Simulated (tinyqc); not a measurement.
Inside a calculation. Model: read current of a NAND string, cells in series solved by shooting.

tinyqc, about 0.4 s, one thread, Intel Xeon 2.30GHz (shared host): `OMP_NUM_THREADS=1 python tinyqc.py 2142131 2142132 out.jsonl` Printed values are rounded.

Cells in series, numbered from 0 at the source line (0 V) to the bit line, each followed by a gap resistance Rg. A cell with gate Vg, threshold VT, source Vs and drain Vd passes I = 2 nf K Vt^2 [F(Vs) - F(Vd)]/(1 + th max(Vg - VT, 0)), F(V) = ln^2(1 + exp((Vg - VT - nf V)/(2 nf Vt))). The selected cell has Vg = Vr, the others Vg = Vp.

Inputs (values chosen for the exercise); values of the order met in vertical NAND strings: temperature T = 300 K; gain factor of a cell K = 4.2 uA/V^2; slope factor nf = 1.5; mobility reduction factor th = 0.11 1/V; resistance of the gap between cells Rg = 1.9 kohm; bit-line voltage Vbl = 0.4 V; pass voltage Vp = 5.9 V; read voltage on the selected word line Vr = 3.08 V.

Constants: q = 1.602176634e-19 C, kB = 1.380649e-23 J/K, Vt = kB T/q. Results are converted to the units shown.

## Step 1: node voltages for a trial current

first trial current = 0.29 uA
thresholds from the source end, cell 0 to 3 (V): [4.5, -1.3, 1.4, 4.5]

For a trial current I start at 0 V and, cell by cell (the selected one is cell 2), solve for the drain: sqrt(F(Vd)) = sqrt(F(Vs) - I/k), k = 2 nf K Vt^2/(1 + th max(Vg - VT, 0)), Vd = [Vg - VT - 2 nf Vt ln(exp(sqrt F) - 1)]/nf, then add I Rg.

node voltage after each cell and gap, trial 1, cell 0 to 3 (V): [0.0593160, 0.0772992, 0.131537, 0.201330]

## Step 2: node voltages for a trial current

second trial current = 0.46 uA

As before.

node voltage after each cell and gap, trial 2, cell 0 to 3 (V): [0.0960006, 0.124773, 0.216740, 0.346853]

## Course of the secant iteration

Secant steps on the end voltage less Vbl, from the two trials; a trial above the saturation current of a cell has no solution and is moved halfway to the previous trial. Stop below 1e-9 V.

Course of the iteration:
```
iteration    I (uA)  end voltage - Vbl (V)  halvings
1          0.522086                8.98e-3         0
2          0.513108               -4.11e-4         0
3          0.513501               -3.20e-6         0
4          0.513504                1.14e-9         0
5          0.513504              -3.61e-15         0
```

Converged in 5 iterations to I = 0.51350 uA. The selected cell takes 26.0 % of the bit-line voltage and the gaps together 0.976 %.
